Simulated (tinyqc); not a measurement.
## Programming of a floating-gate cell by Fowler-Nordheim tunnelling: effect of the coupling ratio

Per tunnel area the floating gate has Ctun = 3.9 eps0/tox to the channel (0 V) and Ccg to the control gate, Ct = Ctun/(1 - ag), no other coupling. With the threshold shift U = -Q/Ccg the field is F = ag (Vg - U)/tox, and dU/dt = J/Ccg. Fowler-Nordheim: J = A F^2 exp(-B/F), A = q^2/(16 pi^2 hbar mo phi) (times 1e14 for A/cm^2 with F in V/nm, emitter mass m0), B = (4/3) sqrt(mo/C) phi^1.5, C = hbar^2/(2 m0).

After 2e-5 s. Exact: exp(B/F(t)) = exp(B/F(0)) + K t, K = A B ag/(Ccg tox), and U = Vg - tox F/ag.

Parameters, values chosen for the exercise; oxide values close to those of silicon dioxide:
- phi = 3.15 eV (tunnel barrier)
- mo = 0.42 m0 (tunnelling mass)
- tox = 7.1 nm (tunnel oxide thickness)
- Vt0 = -1.3 V (threshold shift at the start)
- Vg = 11.9 V (control-gate voltage)

Constants: q = 1.602176634e-19 C, hbar = 1.054571817e-34 J s, m0 = 9.1093837015e-31 kg, eps0 = 8.8541878128e-14 F/cm where lengths are in cm, hbar^2/(2 m0) = 0.0380998212 eV nm^2. Results are converted to the units shown.

Results:

| ag | F(0) (V/nm) | F (V/nm) | J (A/cm^2) | U (V) |
|---|---|---|---|---|
| 0.42 | 0.78085 | 0.78084 | 1.2192e-6 | -1.2999 |
| 0.47 | 0.87380 | 0.87367 | 4.4278e-5 | -1.2979 |
| 0.52 | 0.96676 | 0.96453 | 7.7819e-4 | -1.2695 |
| 0.57 | 1.0597 | 1.0411 | 0.0059920 | -1.0687 |
| 0.63 | 1.1713 | 1.0873 | 0.017930 | -0.35383 |
| 0.68 | 1.2642 | 1.1021 | 0.024993 | 0.39295 |
| 0.78 | 1.4501 | 1.1234 | 0.039737 | 1.6745 |

Estimate the missing row, ag = 0.73.

Computed row:

| ag | F(0) (V/nm) | F (V/nm) | J (A/cm^2) | U (V) |
|---|---|---|---|---|
| 0.73 | 1.3572 | 1.1125 | 0.031397 | 1.0802 |

With this row back in the table: The starting field rises from 0.781 to 1.45 V/nm and U rises from -1.30 to 1.67 V. Between the last two rows 0.01 of coupling is worth 119 mV. In 3 of the 8 rows the starting field exceeds 12 MV/cm, where the oxide would wear out or break down quickly.

Range of the model: Programming fields of 10 MV/cm and more wear the oxide; trapping and the channel potential are ignored.

Program tinyqc, `OMP_NUM_THREADS=1 python tinyqc.py 2130094 2130095 out.jsonl`; Intel Xeon 2.30GHz, shared host, one thread, about 0.01 s.
